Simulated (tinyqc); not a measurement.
Comparisons within one model: sp3s* tight binding with spin-orbit coupling. A value that a table varies takes the place of the one given here.

sp3s* tight binding, nearest neighbours only: anion (a) at 0, cation (c) at a/4 (1,1,1), orbitals s, px, py, pz, s* on each; k in units of 2 pi/a. With phases e_j = exp(i (pi/2) k.n_j) for n = (1,1,1), (1,-1,-1), (-1,1,-1), (-1,-1,1): g0 = (e1+e2+e3+e4)/4, g1 = (e1+e2-e3-e4)/4, g2 = (e1-e2+e3-e4)/4, g3 = (e1-e2-e3+e4)/4. The diagonal holds the levels Esa, Epa, Exa (s*) and Esc, Epc, Exc. Anion-cation block: <sa|sc> = Vss g0; <sa|xc> = Vsapc g1; <xa|sc> = -Vscpa g1; <xa|xc> = Vxx g0; <xa|yc> = <ya|xc> = Vxy g3, <xa|zc> = <za|xc> = Vxy g2, <ya|zc> = <za|yc> = Vxy g1; <s*a|xc> = Vxapc g1; <xa|s*c> = -Vpaxc g1; y and z take g2 and g3 in place of g1; s-s* and s*-s* vanish.

Spin-orbit coupling acts within the p shell of each atom as (D/3) L.sigma, D = Da or Dc: it puts four states at Ep + D/3 and two at Ep - 2D/3.

Inputs chosen for the exercise (near a published set for GaAs, fitted to gaps, whose masses and valley positions are rough; spin-orbit coupling, where it is added without a refit, lifts the valence top and shrinks all gaps by about a third of the splitting; the results hold for these values, not for the real material):
```
symbol  value   unit  meaning
Esa     -8.307  eV    s level of the anion
Epa     1.044   eV    p level of the anion
Esc     -2.667  eV    s level of the cation
Epc     3.655   eV    p level of the cation
Exa     8.539   eV    s* level of the anion
Exc     6.758   eV    s* level of the cation
Vss     -6.423  eV    s-s
Vxx     1.96    eV    px-px
Vxy     5.049   eV    px-py
Vsapc   4.489   eV    s anion, p cation
Vscpa   5.754   eV    s cation, p anion
Vxapc   4.869   eV    s* anion, p cation
Vpaxc   4.787   eV    p anion, s* cation
Da      0.431   eV    atomic spin-orbit splitting, anion
Dc      0.177   eV    the same, cation
eta     2             scaling exponent
D001    0.94          ratio -ezz/exx
```

## What the s* orbital does

The s* couplings Vxapc and Vpaxc are scaled by f; f = 0 is the plain sp3 model. Gaps from the top of the valence band at Gamma; the Delta value is the minimum on (x,0,0), 0.5 <= x <= 1.

Gaps (eV):
```
f,Gamma,Delta,L,x of the minimum
0.00,1.4087,3.9257,2.7795,0.500
0.25,1.4087,3.8041,2.6698,0.500
0.50,1.4087,3.4967,2.3807,0.500
0.75,1.4087,2.8993,1.9897,1.000
0.90,1.4087,2.2861,1.7326,1.000
1.00,1.4087,1.8720,1.5572,1.000
1.10,1.4087,1.4559,1.3800,1.000
```

The gap at Gamma stays, since g1 to g3 vanish there. From f = 0 to 1 the s* levels lower the Delta value by 2.054 eV and L by 1.222 eV. For f = 0, 0.25 and 0.5 the least value lies at x = 0.5, the end of the range: any valley further out lies above that value until s* has lowered it enough. The lowest of the three is Gamma at both f = 0 and f = 1.

## Hydrostatic strain (sp3s* tight binding with spin-orbit coupling, strained)

Strain e moves each bond vector to d = (1 + e) d0 (no internal displacement for the diagonal strains used here) and k is given in fractions of the strained reciprocal cell, so the phases stay. Two-centre values Vss_sigma = Vss/4, Vsp_sigma = sqrt3 V/4 for each s-p and s*-p pair, Vpp_sigma = (Vxx + 2 Vxy)/4, Vpp_pi = (Vxx - Vxy)/4 are scaled by (d0/d)^eta and combined with the new direction cosines; the levels on the diagonal stay.

exx = eyy = ezz = e. Gaps as measured from the top of the valence band; the deformation potentials are (gap(0.01) - gap(-0.01))/0.06.

Gaps (eV):
```
e,Gamma,Delta,L,x of the minimum
-0.03,1.8843,1.8587,1.7831,1.000
-0.02,1.7203,1.8625,1.7053,1.000
-0.01,1.5619,1.8670,1.6300,1.000
0.00,1.4087,1.8720,1.5572,1.000
0.01,1.2607,1.8774,1.4869,1.000
0.02,1.1175,1.8833,1.4191,1.000
0.03,0.9790,1.8895,1.3537,1.000
```

gap deformation potentials (eV): Gamma -5.020, Delta 0.174, L -2.384

Per unit of volume strain the gaps move by -5.02 (Gamma), +0.17 (Delta) and -2.38 eV (L). The lowest valley changes from L to Gamma between e = -0.02 and -0.01. These potentials follow from the one exponent eta, which fitted models replace by one for each integral; with it the sizes are rough, the sign for Delta can be wrong (in Si, Ge and the III-V crystals measured values are small and positive), and the pressures at which valleys cross, and which valley takes over, are rough too. A gap of zero, where one is listed, marks an s level that has sunk below the valence top.

## Biaxial strain splits the top of the valence band (sp3s* tight binding, strained)

No spin-orbit coupling; k = 0; exx = eyy = e, ezz = -D001 e. The four bonds keep equal lengths, and the sums over them give Vxx(e) for px and py and Vzz(e) for pz; each level is the lower root of [[Epa, V], [V, Epc]], and the s level the upper root of the s block. The shear potential b follows from E(x,y) - E(z) = 3 b (exx - ezz), taken as the slope between e = -0.005 and 0.005.

Couplings and levels at Gamma (eV):
```
e,ezz,Vxx(e),Vzz(e),"E(x,y)",E(z),"E(x,y) - E(z) (meV)",upper s level
-0.020,0.0188,1.8531,2.2557,0.0827,-0.2567,339.4,1.6099
-0.010,0.0094,1.9076,2.1062,0.0380,-0.1285,166.4,1.5691
-0.005,0.0047,1.9340,2.0327,0.0161,-0.0663,82.4,1.5485
0.005,-0.0047,1.9855,1.8882,-0.0267,0.0539,-80.7,1.5070
0.010,-0.0094,2.0105,1.8173,-0.0476,0.1119,-159.5,1.4860
0.020,-0.0188,2.0589,1.6780,-0.0884,0.2235,-311.9,1.4437
```

b = -2.801 eV

Under tension in the plane (e > 0) the bonds tilt towards the plane, Vxx grows to 2.0105 and Vzz falls to 1.8173 eV at e = 0.01, and the pz state forms the top of the valence band, by 159.5 meV; under compression (e = -0.01) the px, py pair does, by 166.4 meV. The slope gives b = -2.80 eV, a rough value, since on-site strain terms are left out (measured values lie near -2 eV).

## What each parameter does

Gaps from the top of the valence band at Gamma; Delta is the minimum on (x,0,0), 0.5 <= x <= 1. Each row changes one parameter from the base and keeps the others.

Results:
```
case,Ev (eV),gap Gamma (eV),gap Delta (eV),gap L (eV)
base,0.1191,1.4087,1.8720,1.5572
Vsapc = 4.789 eV,0.1191,1.4087,2.0239,1.6505
Esa = -8.607 eV,0.1191,1.3204,1.8400,1.5132
Epa = 0.844 eV,-0.0366,1.5644,2.0276,1.6949
Vxapc = 5.069 eV,0.1191,1.4087,1.7012,1.5073
Vpaxc = 4.487 eV,0.1191,1.4087,1.8720,1.5928
Vxy = 5.349 eV,0.1191,1.4087,1.8720,1.4737
```

The largest shifts from the base row, up to three for each result and ties (the steps differ in size, so this ranks the rows, not the parameters). Ev (eV): Epa -0.1557; unchanged at the printed digits by Vsapc, Esa, Vxapc, Vpaxc and Vxy. gap Gamma (eV): Epa +0.1557, Esa -0.0884; unchanged at the printed digits by Vsapc, Vxapc, Vpaxc and Vxy. gap Delta (eV): Vxapc -0.1708, Epa +0.1556, Vsapc +0.1519; unchanged at the printed digits by Vpaxc and Vxy. gap L (eV): Epa +0.1377, Vsapc +0.0934, Vxy -0.0835. Vsapc, Vxapc, Vpaxc and Vxy cannot move Ev or the gap at Gamma, whose blocks do not hold them; s parameters never move Ev, and move the gap only where the lowest empty level at Gamma is s-like.

Program tinyqc; command `OMP_NUM_THREADS=1 python tinyqc.py 1480341 1480342 out.jsonl`; about 0.2 s on one thread of a shared Intel(R) Xeon(R) Processor @ 2.30GHz.
